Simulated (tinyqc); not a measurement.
Armchair graphene nanoribbon in tight binding, step by step. Values are carried at full precision from step to step, so a last printed digit may differ when a step is redone from the rounded ones.

An armchair ribbon of N dimer lines, width (N - 1) sqrt3 acc/2, period 3 acc, one pz orbital a site. In line n, A_n binds to B_n with -t exp(ik/3), times (1 + d) in the two edge lines, and to B_(n-1) and B_(n+1) with -t exp(-ik/6); k runs from -pi to pi. For d = 0 the modes across the ribbon are sin(n p pi/(N + 1)), p = 1 to N, with E = -/+ t sqrt(1 + 4 c^2 + 4 c cos(k/2)), c = cos(p pi/(N + 1)).

Values chosen for the exercise (near those used for graphene; shifted at random, so the results belong to these values and not to a real crystal):
- t = 2.88 eV (hopping)
- N = 7 (dimer lines)
- k = 1.57 (k times the period 3 acc)
- d = 0.17 (relative strengthening of the edge bonds)

## Transverse modes without edge correction

For each p give c, |E| at k = 0, t |1 + 2c|, and |E| at the given k.

Modes:

| p | c | \|E\| at k = 0 (eV) | \|E\| at k (eV) |
|---|---|---|---|
| 1 | 0.9239 | 8.2015 | 7.6352 |
| 2 | 0.7071 | 6.9529 | 6.4404 |
| 3 | 0.3827 | 5.0843 | 4.7047 |
| 4 | 0.0000 | 2.8800 | 2.8800 |
| 5 | -0.3827 | 0.6757 | 2.0425 |
| 6 | -0.7071 | 1.1929 | 2.8789 |
| 7 | -0.9239 | 2.4415 | 3.8640 |

N = 7 = 3 x 2 + 1. No mode has c = -1/2; the nearest, p = 5, leaves a gap of 1.3515 eV.

## The Hamiltonian at k

Fill in the matrix.

H(k) (eV), lower triangle (Hermitian):
```
                 A1               A2               A3               A4               A5               A6
A1                0
A2                0                0
A3                0                0                0
A4                0                0                0                0
A5                0                0                0                0                0
A6                0                0                0                0                0                0
A7                0                0                0                0                0                0
B1  -2.9186+1.6840i  -2.7820-0.7450i                0                0                0                0
B2  -2.7820-0.7450i  -2.4945+1.4393i  -2.7820-0.7450i                0                0                0
B3                0  -2.7820-0.7450i  -2.4945+1.4393i  -2.7820-0.7450i                0                0
B4                0                0  -2.7820-0.7450i  -2.4945+1.4393i  -2.7820-0.7450i                0
B5                0                0                0  -2.7820-0.7450i  -2.4945+1.4393i  -2.7820-0.7450i
B6                0                0                0                0  -2.7820-0.7450i  -2.4945+1.4393i
B7                0                0                0                0                0  -2.7820-0.7450i

                 A7  B1  B2  B3  B4  B5
A7                0
B1                0   0
B2                0   0   0
B3                0   0   0   0
B4                0   0   0   0   0
B5                0   0   0   0   0   0
B6  -2.7820-0.7450i   0   0   0   0   0
B7  -2.9186+1.6840i   0   0   0   0   0

    B6  B7
B6   0
B7   0   0
```

## Levels at k

Diagonalise H.

levels (eV): -7.6706  -6.5624  -4.9197  -3.8534  -3.1684  -2.8314  -2.1683  2.1683  2.8314  3.1684  3.8534  4.9197  6.5624  7.6706

The levels come in pairs +E, -E because only A-B bonds occur.

## The gap with the edge correction

First order in d: for the mode p nearest to c = -1/2 the gap is 2t |1 + 2c + d w|, w = 4 sin^2(p pi/(N + 1))/(N + 1) being the weight on the two edge lines. Compare with twice the smallest |E| of H(0).

p = 5
w = 0.4268
gap to first order = 1.7694 eV
gap from H(0) = 1.7519 eV

First order misses the full value by +17.5 meV.

## Checks

- Positive levels of H(k) for d = 0 against the mode formula: they agree to 1e-10 or better.

Computed by tinyqc, a small Python program: `OMP_NUM_THREADS=1 python tinyqc.py 1450867 1450868 out.jsonl` (the numbers bound the seed that draws the inputs); one thread of a shared host (Intel(R) Xeon(R) Processor @ 2.30GHz), about 0.02 s for the whole set of steps.
